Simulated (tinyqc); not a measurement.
Worked calculation: heavy doping: gap narrowing, degeneracy and the minority density. Values are carried at full precision from step to step, so a last printed digit may differ when a step is redone from the rounded ones.

Empirical narrowing (Slotboom form, constants chosen for the exercise; published fits of this form give the apparent narrowing, here it is taken as the true one): dEg = E0 [ln(N/N0) + sqrt(ln(N/N0)^2 + C)].

Constants: kB = 8.617333262e-05 eV/K; e^2/(4 pi eps0) = 14.39964547 eV angstrom.

Inputs chosen for the exercise (gap and densities of states near those of Si at this temperature; narrowing constants near the fits for Si; shifted at random, so the results belong to these values and not to a real crystal):
- N = 2.1e+18 1/cm^3 (ionised donors, equal to the majority density)
- E0 = 7.16 meV (narrowing scale)
- N0 = 1.2e+17 1/cm^3 (onset density)
- C = 0.5 (smoothing constant)
- Nc = 2.74e+19 1/cm^3 (conduction-band density of states)
- Eg = 1.121 eV (gap)
- Nv = 1.14e+19 1/cm^3 (valence-band density of states)
- T = 300 K
- eps = 11.7 (dielectric constant)
- Mv = 6 (majority valleys)

## Gap narrowing

Evaluate at N.

ln(N/N0) = 2.8622
dEg (empirical fit) = 41.60 meV

Well above N0 each decade of doping adds 2 E0 ln 10 = 33.0 meV.

## Degeneracy of the majority band

F_j(eta) = (1/Gamma(j + 1)) integral_0^infinity x^j dx/(1 + exp(x - eta)), which tends to exp(eta) for eta << 0.

Majority: N = Nc F_1/2(eta), eta the distance of EF beyond the majority band edge in kT. Degeneracy factor gam = F_1/2(eta)/exp(eta). ni0^2 = Nc Nv exp(-Eg/kT); product n p = ni0^2 gam exp(dEg/kT), dEg the true narrowing; apparent narrowing dEa = dEg + kT ln gam; minority density = n p/N.

Solve for eta and form gam.

N/Nc = 0.07664
eta = -2.5415
gam = 0.9733

## Product and minority density

Combine both effects.

ni0 = 6.78e+09 1/cm^3
exp(dEg/kT) = 5.00
dEa = 40.9 meV
sqrt(n p) = 1.50e+10 1/cm^3
minority density = 107 1/cm^3

Narrowing multiplies the product by 5 and degeneracy by 0.973; together they change the minority density by a factor 4.87 against ni0^2/N.

## Two estimates of the size

Two physical estimates, e2 = e^2/(4 pi eps0), N in 1/angstrom^3: exchange shift at the Fermi level, Ex = (e2/eps) kF/pi with kF = (3 pi^2 N/Mv)^(1/3); screened-pair energy (Lanyon-Tuft), Es = (3/4)(e2/eps) qs with qs^2 = (4 pi e2 N/(eps kT)) F_-1/2(eta)/F_1/2(eta).

Evaluate both at N.

kF = 0.02180 1/angstrom
Ex = 8.54 meV
Es = 32.28 meV

Against the fitted dEg = 41.6 meV, Ex is 0.21 and Es 0.78 times as large; each keeps one mechanism only, and Ex assumes a strongly degenerate gas, while here eta is only -2.54.

## Checks

- Minority density against the Boltzmann occupation of the other band at the narrowed gap (1/cm^3): both 106.6.

Program tinyqc; command `OMP_NUM_THREADS=1 python tinyqc.py 1681301 1681302 out.jsonl`; about 0.02 s on one thread of a shared Intel(R) Xeon(R) Processor @ 2.30GHz.
